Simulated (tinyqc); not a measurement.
Worked calculation: empirical pseudopotential in a few plane waves. One step of it, computed by the program tinyqc.

Question. Bloch Hamiltonian at k. Basis: the 15 shortest G (labels in 2 pi/a), the same at every k. H(G,G') = c |k + G|^2 delta + VS(|G-G'|^2) cos((G-G').tau) + i VA sin((G-G').tau), tau = a/8 (1,1,1); 1 Ry = 13.605693 eV.

Parameters chosen for this model: fcc lattice, atoms at +/- a/8 (1,1,1); form factors in rydberg at |G|^2 in units of (2 pi/a)^2:
```
parameter                 value      unit
a                      5.820000  angstrom
VS(3)                 -0.203000        Ry
VS(8)                  0.049000        Ry
VS(11)                 0.079000        Ry
VA(3)                  0.062000        Ry
VA(4)                  0.094000        Ry
VA(11)                 0.026000        Ry
hbar^2/2m (2 pi/a)^2   4.440549        eV
```

k point k (2 pi / a): -0.060000  -0.180000  0.140000

Give: H(k) at k.

Answer.

H(k) at k (eV):
```
               +0+0+0         -1-1-1         -1-1+1         -1+1-1
+0+0+0          0.247   1.953+0.596i  -1.953+0.596i  -1.953+0.596i
-1-1-1   1.953-0.596i         14.457   0.000-1.279i   0.000-1.279i
-1-1+1  -1.953-0.596i   0.000+1.279i         16.943          0.667
-1+1-1  -1.953-0.596i   0.000+1.279i          0.667         11.259
-1+1+1  -1.953+0.596i         -0.667   0.000+1.279i   0.000+1.279i
+1-1-1  -1.953-0.596i   0.000+1.279i          0.667          0.667
+1-1+1  -1.953+0.596i         -0.667   0.000+1.279i          0.000
+1+1-1  -1.953+0.596i         -0.667          0.000   0.000+1.279i
+1+1+1   1.953+0.596i          0.000         -0.667         -0.667
-2+0+0   0.000-1.279i  -1.953+0.596i  -1.953-0.596i  -1.953-0.596i
+0-2+0   0.000-1.279i  -1.953+0.596i  -1.953-0.596i   0.760-0.250i
+0+0-2   0.000-1.279i  -1.953+0.596i   0.760-0.250i  -1.953-0.596i
+0+0+2   0.000+1.279i  -0.760-0.250i   1.953+0.596i  -0.760+0.250i
+0+2+0   0.000+1.279i  -0.760-0.250i  -0.760+0.250i   1.953+0.596i
+2+0+0   0.000+1.279i  -0.760-0.250i  -0.760+0.250i  -0.760+0.250i

               -1+1+1         +1-1-1         +1-1+1         +1+1-1
+0+0+0  -1.953-0.596i  -1.953+0.596i  -1.953-0.596i  -1.953-0.596i
-1-1-1         -0.667   0.000-1.279i         -0.667         -0.667
-1-1+1   0.000-1.279i          0.667   0.000-1.279i          0.000
-1+1-1   0.000-1.279i          0.667          0.000   0.000-1.279i
-1+1+1         13.746          0.000          0.667          0.667
+1-1-1          0.000         13.391   0.000-1.279i   0.000-1.279i
+1-1+1          0.667   0.000+1.279i         15.878          0.667
+1+1-1          0.667   0.000+1.279i          0.667         10.194
+1+1+1   0.000+1.279i         -0.667   0.000+1.279i   0.000+1.279i
-2+0+0   1.953-0.596i   0.760-0.250i  -0.760-0.250i  -0.760-0.250i
+0-2+0  -0.760-0.250i  -1.953-0.596i   1.953-0.596i  -0.760-0.250i
+0+0-2  -0.760-0.250i  -1.953-0.596i  -0.760-0.250i   1.953-0.596i
+0+0+2  -1.953+0.596i  -0.760+0.250i  -1.953+0.596i   0.760+0.250i
+0+2+0  -1.953+0.596i  -0.760+0.250i   0.760+0.250i  -1.953+0.596i
+2+0+0   0.760+0.250i   1.953+0.596i  -1.953+0.596i  -1.953+0.596i

               +1+1+1         -2+0+0         +0-2+0         +0+0-2
+0+0+0   1.953-0.596i   0.000+1.279i   0.000+1.279i   0.000+1.279i
-1-1-1          0.000  -1.953-0.596i  -1.953-0.596i  -1.953-0.596i
-1-1+1         -0.667  -1.953+0.596i  -1.953+0.596i   0.760+0.250i
-1+1-1         -0.667  -1.953+0.596i   0.760+0.250i  -1.953+0.596i
-1+1+1   0.000-1.279i   1.953+0.596i  -0.760+0.250i  -0.760+0.250i
+1-1-1         -0.667   0.760+0.250i  -1.953+0.596i  -1.953+0.596i
+1-1+1   0.000-1.279i  -0.760+0.250i   1.953+0.596i  -0.760+0.250i
+1+1-1   0.000-1.279i  -0.760+0.250i  -0.760+0.250i   1.953+0.596i
+1+1+1         12.680  -0.760-0.250i  -0.760-0.250i  -0.760-0.250i
-2+0+0  -0.760+0.250i         19.075          0.667          0.667
+0-2+0  -0.760+0.250i          0.667         21.206          0.667
+0+0-2  -0.760+0.250i          0.667          0.667         15.522
+0+0+2  -1.953-0.596i         -0.667         -0.667          0.000
+0+2+0  -1.953-0.596i         -0.667          0.000         -0.667
+2+0+0  -1.953-0.596i          0.000         -0.667         -0.667

               +0+0+2         +0+2+0         +2+0+0
+0+0+0   0.000-1.279i   0.000-1.279i   0.000-1.279i
-1-1-1  -0.760+0.250i  -0.760+0.250i  -0.760+0.250i
-1-1+1   1.953-0.596i  -0.760-0.250i  -0.760-0.250i
-1+1-1  -0.760-0.250i   1.953-0.596i  -0.760-0.250i
-1+1+1  -1.953-0.596i  -1.953-0.596i   0.760-0.250i
+1-1-1  -0.760-0.250i  -0.760-0.250i   1.953-0.596i
+1-1+1  -1.953-0.596i   0.760-0.250i  -1.953-0.596i
+1+1-1   0.760-0.250i  -1.953-0.596i  -1.953-0.596i
+1+1+1  -1.953+0.596i  -1.953+0.596i  -1.953+0.596i
-2+0+0         -0.667         -0.667          0.000
+0-2+0         -0.667          0.000         -0.667
+0+0-2          0.000         -0.667         -0.667
+0+0+2         20.496          0.667          0.667
+0+2+0          0.667         14.812          0.667
+2+0+0          0.667          0.667         16.943
```
